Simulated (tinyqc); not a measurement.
# Width from the threshold shift

Problem. Undoped body with a flat potential across it, hard walls, transport along x. Three valley pairs (g = 2 each) with the longitudinal mass along x, y or z. Non-parabolicity enters the subband edges through E (1 + al E) = gamma, so E = 2 gamma/(1 + sqrt(1 + 4 al gamma)); motion within a subband is taken as parabolic with the band-edge mass. Energies are counted from the bulk band edge. gamma = C pi^2 [a^2/(my (t + dl)^2) + b^2/(mz (H + dl)^2)], C = hbar^2/(2 m0). Each subband has N_k = g sqrt(2 mx m0 kB T/(pi hbar^2)); without degeneracy n = exp(EF/Vt) sum N_k exp(-E_k/Vt). Classical value Nc times t H, Nc = sum over valleys of 2 g (m m0 kB T/(2 pi hbar^2))^1.5 with m = (mx my mz)^(1/3). Threshold shift dVT = Vt ln(classical value/sum N_k exp(-E_k/Vt)). Find t and the lowest subband edge.

Values chosen for this exercise; masses close to those of silicon: temperature T = 400 K; longitudinal mass ml = 0.906 m0; transverse mass mt = 0.188 m0; non-parabolicity al = 0 1/eV; widening of the box by penetration into the insulator dl = 0.3 nm; height (along z) H = 37.2 nm.

Constants: q = 1.602176634e-19 C, kB = 1.380649e-23 J/K, hbar = 1.054571817e-34 J s, m0 = 9.1093837015e-31 kg, Vt = kB T/q, hbar^2/(2 m0) = 0.0380998212 eV nm^2. Results are converted to the units shown.

dVT = 28.476011 mV

Answer. dVT is evaluated for trial values of t with all subbands; between 1.5 and 25 nm one value matches.

t = 6.20 nm
E_1 = 11.2 meV

Numbers from tinyqc (`OMP_NUM_THREADS=1 python tinyqc.py 2350084 2350085 out.jsonl`; about 0.2 s on one thread of a shared Intel Xeon 2.30GHz).
